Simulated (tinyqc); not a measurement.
Worked calculation: implant damage, amorphisation by cascade overlap, and solid-phase epitaxial regrowth. Computed by tinyqc, a small Python program that keeps every step. Command: `OMP_NUM_THREADS=1 python tinyqc.py 3110262 3110263 out.jsonl sper walk`. One thread of a shared host (Intel(R) Xeon(R) Processor @ 2.30GHz), about 0.01 s of CPU time with the checks. Intermediate numbers are printed to about 6 digits and carried at full precision; extremes and crossings named in words are read from the listed rows.

Range and width of the damage are inputs. Dynamic annealing enters only through the surviving share f.

Inputs (values chosen for the exercise, modelled on silicon ions in germanium):
```
quantity,value,unit
atomic density N,44.2,1/nm^3
ion Z1,14,-
ion mass M1,28,u
target Z2,32,-
target mass M2,72.63,u
ion energy E,74,keV
displacement energy E_d,16,eV
depth of the damage peak R_d,45,nm
width of the damage profile s_d,28,nm
share of defects that survive f,0.97,-
critical displaced share x_c,0.11,-
dose Q,1.7e+14,1/cm^2
overlaps needed n,3,-
area amorphised by one track A_i,0.55,nm^2
regrowth prefactor v0,2.1e+16,nm/s
regrowth energy E_a,2.15,eV
anneal temperature,318,C
rate relative to (100),1,-
peak enhancement by the dopant,8,-
ramp rate,3.3,K/s
```

Constants: a_0 = 0.529177210903 angstrom; e^2/(4 pi eps_0) = 14.39964548 eV angstrom; k_B = 8.617333262e-05 eV/K.

## Damage energy and displacements per ion

Robinson partition: eps = E a M2/(Z1 Z2 (e^2/(4 pi eps_0)) (M1 + M2)), a = 0.8853 a_0/sqrt(Z1^(2/3) + Z2^(2/3)); k = 0.0793 Z1^(2/3) Z2^(1/2) (M1 + M2)^(3/2)/((Z1^(2/3) + Z2^(2/3))^(3/4) M1^(3/2) M2^(1/2)); damage energy T_d = E/(1 + k (eps + 0.40244 eps^(3/4) + 3.4008 eps^(1/6))); displacements nu = 0.8 T_d/(2 E_d).

reduced energy eps = 0.973073

k = 0.261773

damage energy T_d = 32.9749 keV

T_d/E = 0.445606

displacements per ion nu = 824.372

55 % of the energy goes to electrons.

## The amorphous layer

Displaced share x(z) = f nu Q exp(-(z - R_d)^2/(2 s_d^2))/(sqrt(2 pi) s_d N); the layer is amorphous where x > x_c, between R_d -/+ s_d sqrt(2 ln(x_max/x_c)), the upper edge being cut at the surface. Threshold dose Q_c = Q x_c/x_max.

peak displaced share x_max = 0.438201

threshold dose Q_c = 4.26745e+13 1/cm^2

upper edge = 0 nm

lower edge = 91.5541 nm

The layer reaches the surface.

## Damage left below the interface

Displaced atoms per area beyond the lower edge z2: f nu Q (1/2) erfc((z2 - R_d)/(sqrt2 s_d)); they are not removed by regrowth.

share of the damage beyond z2 = 0.0481916

displaced atoms beyond z2 = 6.55111e+15 1/cm^2

## Layer against dose

The formulas are those given above.

Dose series; the last column is f nu Q erfc((z2 - R_d)/(sqrt2 s_d))/2:
```
Q (1/cm^2),x_max,upper edge (nm),lower edge (nm),displaced atoms beyond z2 (1/cm^2)
4.69e+13,0.12089,32.8326,57.167,1.24490e+16
6.40e+13,0.16497,19.7912,70.209,9.41537e+15
1.07e+14,0.27581,7.0349,82.965,7.49228e+15
1.71e+14,0.44078,0.0000,91.653,6.54153e+15
2.99e+14,0.77072,0.0000,100.251,5.79416e+15
5.12e+14,1.31976,0.0000,107.418,5.28124e+15
1.07e+15,2.75809,0.0000,116.076,4.76369e+15
2.13e+15,5.49040,0.0000,123.303,4.39906e+15
```

A dose 45 times larger moves the lower edge from 57.2 to 123 nm, as the root of a logarithm, and the damage beyond it falls by a factor 2.8, since the edge lies on an ever steeper tail. The layer reaches the surface at Q_c exp(R_d^2/(2 s_d^2)) = 1.55e14 per cm^2.

## Overlap model

Gibbons model: a point turns amorphous after n + 1 hits; with y = A_i Q the amorphous share is 1 - exp(-y) sum_(k=0..n) y^k/k!. Doses are set by y.

Amorphous share:
```
y,Q (1/cm^2),direct impact (n = 0),given n
0.1,1.81818e+13,0.095163,3.84683e-06
0.3,5.45455e+13,0.259182,2.65811e-04
0.6,1.09091e+14,0.451188,3.35807e-03
1.0,1.81818e+14,0.632121,1.89882e-02
2.0,3.63636e+14,0.864665,1.42877e-01
3.0,5.45455e+14,0.950213,3.52768e-01
5.0,9.09091e+14,0.993262,7.34974e-01
8.0,1.45455e+15,0.999665,9.57620e-01
```

At small y the share grows as y^4; between the first rows the exponent is 3.86.

## Isothermal regrowth

v = v0 x orientation factor x exp(-E_a/(k_B T)) x [1 + (enhancement - 1) exp(-(z - R_d)^2/(2 s_d^2))], T = anneal temperature + 273.15 K; the dopant is taken to follow the damage profile; the lower front moves from the lower edge z2 to the surface, or to the middle (z1 + z2)/2 of a buried layer with upper edge z1; time = int dz/v; the equivalent undoped distance is that time times the undoped velocity.

undoped velocity = 0.00983225 nm/s

distance to regrow = 91.5541 nm

time without enhancement = 9311.61 s

equivalent undoped distance = 17.3842 nm

time with enhancement = 1768.08 s

The rate doubles for each 10 K or so near this temperature.

## Regrowth during a ramp

On a linear ramp from 200 C regrowth ends at the T_f where int v_undoped dT/(ramp rate) equals the equivalent undoped distance.

temperature at which regrowth ends = 411.976 C

Checks made by the program: tail against quadrature of x(z) N (relative difference below 1e-10).
